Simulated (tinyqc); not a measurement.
First phase against the interface composition: thermodynamics of metal silicides: hull, first phase, silicon consumed, nucleation and stability against SiO2. Computed by tinyqc, a small Python program. Command: `OMP_NUM_THREADS=1 python tinyqc.py 3018203 3018204 out.jsonl silphase walk`. One thread of a shared host (Intel(R) Xeon(R) Processor @ 2.30GHz), about 0.01 s of CPU time with the checks.

Entropies of formation of the solids are neglected, so heats stand for free energies. Si fractions: M2Si 0.3333, MSi 0.5000, MSi2 0.6667.

Inputs (values chosen for the exercise, for a model metal): heat of formation of M2Si = -44.8 kJ/mol atoms; heat of formation of MSi = -52 kJ/mol atoms; heat of formation of MSi2 = -28.7 kJ/mol atoms.

Phases: M2Si, MSi, MSi2.

Method. Effective heat of formation: at the interface the mixture has the Si fraction x_e; the limiting element scales the heat, H_eff = H x_e/x if x_e < x, H (1 - x_e)/(1 - x) otherwise. The rule names the most negative as the first phase; its restriction to congruently melting phases is left out here.

H_eff (kJ/mol atoms):
```
x_e      M2Si     MSi     MSi2  first phase
0.10  -13.440  -10.40   -4.305         M2Si
0.20  -26.880  -20.80   -8.610         M2Si
0.30  -40.320  -31.20  -12.915         M2Si
0.36  -43.008  -37.44  -15.498         M2Si
0.42  -38.976  -43.68  -18.081          MSi
0.48  -34.944  -49.92  -20.664          MSi
0.54  -30.912  -47.84  -23.247          MSi
0.60  -26.880  -41.60  -25.830          MSi
0.66  -22.848  -35.36  -28.413          MSi
0.75  -16.800  -26.00  -21.525          MSi
```

What does the comparison show, and why?

Each phase is a triangle with its apex at its own composition. In order of x_e the first phase is M2Si, then MSi. On either side of all three the ranking is that of H/x (Si-poor) or H/(1 - x) (Si-rich).
